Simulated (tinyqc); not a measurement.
Inside a calculation. Model: p-type polysilicon, carrier trapping at grain boundaries.

tinyqc, about 0.01 s, one thread, Intel Xeon 2.30GHz (shared host): `OMP_NUM_THREADS=1 python tinyqc.py 2830101 2830102 out.jsonl` Printed values are rounded.

One-dimensional grains of size Lg, uniform ionised doping N, monovalent traps Qt at each boundary at a depth Et below (for electrons) or above (for holes) the band edge there, abrupt depletion of width W on each side of a boundary, Boltzmann statistics. xi is the distance from the band edge at the grain centre to the Fermi level. Trapped charge Qt/(1 + exp((xi + VB - Et)/Vt)) = 2 N W, barrier VB = q N W^2/(2 eps0 eps_r).

Inputs (values chosen for the exercise); values of the order met in polycrystalline silicon:
```
symbol,value,unit,meaning
T,400,K,temperature
eps_r,11.7,,relative permittivity
NB,4.08e19,cm^-3,valence-band density of states at T
Lg,130,nm,grain size
Qt,1.4e12,cm^-2,trap density of a grain boundary
Et,0.43,eV,depth of the trap level from the majority band edge at the boundary
ms,0.53,m0,mass for thermionic emission
fe,0.5,,correction factor of the emission rate
mug,120,cm^2/(V s),mobility inside the grains
N,2e17,cm^-3,doping
```

Constants: q = 1.602176634e-19 C, kB = 1.380649e-23 J/K, m0 = 9.1093837015e-31 kg, Vt = kB T/q, eps0 = 8.8541878128e-14 F/cm where lengths are in cm. Results are converted to the units shown.

## Starting value

W = 28 nm.

W at the start = 28 nm

## Iteration 1: new W

Partly depleted grain, xi = Vt ln(NB/N): f = 1/(1 + exp((xi + VB - Et)/Vt)), g = Qt f - 2 N W, g' = -2 Qt f (1 - f) VB/(W Vt) - 2 N, W(new) = W - g/g'.

VB = 0.121253 V
f = 0.974395
g = 2.44153e11 cm^-2
g' = -4.87764e10 cm^-2/nm
W after iteration 1 = 33.0056 nm

## Iteration 2: new W

As before.

VB = 0.168481 V
f = 0.906268
g = -5.14473e10 cm^-2
g' = -7.52235e10 cm^-2/nm
W after iteration 2 = 32.3216 nm

## Course of the iteration

Stop when the step is below 1e-10 nm, or after 40 iterations.

Course of the iteration:
```
iteration  W before the step (nm)  step (nm)
1                              28       5.01
2                         33.0056     -0.684
3                         32.3216    -0.0305
4                         32.2911   -5.43e-5
5                         32.2911  -1.71e-10
6                         32.2911          0
```

Converged in 6 iterations.

## Depletion width, Fermi level and barrier

If the trap equation with xi = Vt ln(NB/N) has a root W < Lg/2, the grain is partly depleted; otherwise W = Lg/2 and the trap equation gives xi = Et - VB + Vt ln(Qt/(N Lg) - 1). N* = Qt/Lg.

N* = 1.07692e17 cm^-3
W = 32.2911 nm
xi = 0.183312 V
VB = 0.161265 V
share of traps filled = 0.922601

N is 1.86 N*, and the grain is partly depleted; VB = 4.68 Vt.

## Resistivity and effective mobility

n0 = NB exp(-xi/Vt); mean density n0 (1 - 2 W/Lg) by charge balance in a partly depleted grain, and n0 (sqrt(pi)/2) erf(u)/u with u = sqrt(VB/Vt) in a fully depleted one; v = sqrt(kB T/(2 pi ms m0)); barrier resistivity Vt exp(VB/Vt)/(q fe n0 v Lg); grain resistivity (1 - 2 W/Lg)/(q n0 mug); effective mobility 1/(q mean density total resistivity).

n0 = 2e17 cm^-3
mean density = 1.00643e17 cm^-3
v = 4.26677e6 cm/s
barrier resistivity = 4.17378 ohm cm
grain resistivity = 0.130867 ohm cm
resistivity = 4.30465 ohm cm
effective mobility = 14.4068 cm^2/(V s)

The resistivity is 16.6 times that of a single crystal with the same N and mobility mug, and the mean density is 50.3 % of N.
